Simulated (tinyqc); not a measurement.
Worked calculation: three-phonon processes in a diatomic chain: dispersion, energy and momentum conservation, and decay channels of optical phonons. Computed by tinyqc, a small Python program that keeps every step. Command: `OMP_NUM_THREADS=1 python tinyqc.py 3120582 3120583 out.jsonl threeph walk`. One thread of a shared host (Intel(R) Xeon(R) Processor @ 2.30GHz), about 0.04 s of CPU time with the checks. Intermediate numbers are printed to about 6 digits and carried at full precision; extremes and crossings named in words are read from the listed rows.

Cell length a, two atoms, one spring constant. x = q a/pi runs from -1 to 1; A and O are the acoustic and optical branches. Matrix elements are not computed: only conservation laws and occupation factors are followed.

Inputs (values chosen for the exercise, for a model chain): light mass m = 27 u; heavy mass M = 36.5 u; spring constant k = 3.6 eV/angstrom^2; temperature T = 300 K; wave number of the decaying phonon q a/pi = 0.29; zero-temperature width Gamma_0 = 0.86 1/cm.

Constants: nu for 1 eV/(angstrom^2 u) = 15.6333042 THz; h x 1 THz = 4.135667696 meV; k_B = 8.617333262e-05 eV/K; c = 299792458 m/s.

## Band edges

omega^2 = k (1/m + 1/M) -/+ k sqrt((1/m + 1/M)^2 - 4 sin^2(pi x/2)/(m M)); nu = 15.6333042 THz x sqrt(omega^2) for eV/(angstrom^2 u). Acoustic top sqrt(2 k/M), optical bottom sqrt(2 k/m), optical top sqrt(2 k (1/m + 1/M)).

acoustic top = 6.94337 THz

optical bottom = 8.07300 THz

optical top = 10.6482 THz

optical top over twice the acoustic top = 0.766787

optical bottom over twice the acoustic top = 0.581346

optical width over acoustic top = 0.370883

The zone-centre optical phonon can decay into two acoustic ones: this needs M/m <= 3.

## Dispersion

The formulas are those given above.

Branches:
```
x     nu_A (THz)  nu_O (THz)
0.10     0.82599     10.6161
0.20     1.64652     10.5201
0.35     2.85507     10.2583
0.50     4.01977      9.8603
0.65     5.11864      9.3372
0.80     6.11599      8.7166
0.90     6.67027      8.3001
1.00     6.94337      8.0730
```

## Decay of the zone-centre phonon

O(0) -> A(x) + A(-x) needs nu_A(x) = nu_O(0)/2, which gives sin^2(pi x/2) = (3/16)(m + M)^2/(m M). Full width at half maximum Gamma = Gamma_0 (1 + 2 n), n = 1/(exp(h nu_A/(k_B T)) - 1); lifetime = 1/(2 pi c Gamma).

x of the products = 0.679440

their frequency = 5.32409 THz

occupation n = 0.744227

width Gamma = 2.14007 1/cm

lifetime = 2.48068 ps

## All channels at the given wave number

Processes for O(x): decay O -> A + A and O -> O + A with x = x' + x'' (mod 2), and absorption O + A -> O with x + x' = x'' (mod 2). Roots of the energy mismatch in x' are bracketed on 4001 points from -1 to 1 and refined. A process is umklapp (U) if the sum of wave numbers leaves (-1, 1]. Weight = occupation factor/|d mismatch/dx'|, the factor being 1 + n' + n'' for decay and n' - n'' for absorption. Pairs that differ only by exchanging two acoustic products count once, and the trivial root x' = 0 is left out.

nu_O(x) = 10.3798 THz

Channels:
```
process            x'       x''  nu' (THz)  nu'' (THz)  type  weight (1/THz)
O -> A + A  -0.522368  0.812368    4.18842     6.19134     N        0.194872
```

1 channel(s) are open, 0 of them umklapp.

## Phase space against the mass ratio

Total weight summed over channels and averaged over x = 0.05, 0.15, ..., 0.95, with m and k fixed; share of those x with an open channel.

Optical phonons:
```
M/m  weight, A + A (1/THz)  weight, with O (1/THz)  share open
1.1               0.414821                       0         1.0
1.5               0.905638                       0         1.0
2.0               0.526879                       0         0.8
2.5               0.299781                       0         0.5
2.9               0.231613                       0         0.2
3.3               0.000000                       0         0.0
3.7               0.000000                       0         0.0
4.2               0.000000                       0         0.0
6.0               0.000000                       0         0.0
```

The A + A channel closes between M/m = 2.9 and 3.3 on this grid: energy conservation alone would allow it up to M/m = 4, where the optical bottom passes twice the acoustic top, but momentum must be conserved too. No channel with a second optical phonon opens at any ratio. A large gap that shuts such channels is one reason why crystals with very unequal masses can conduct heat well.

Checks made by the program: band edges against the dispersion (relative difference below 1e-10); frequency of the products (relative difference below 1e-10).
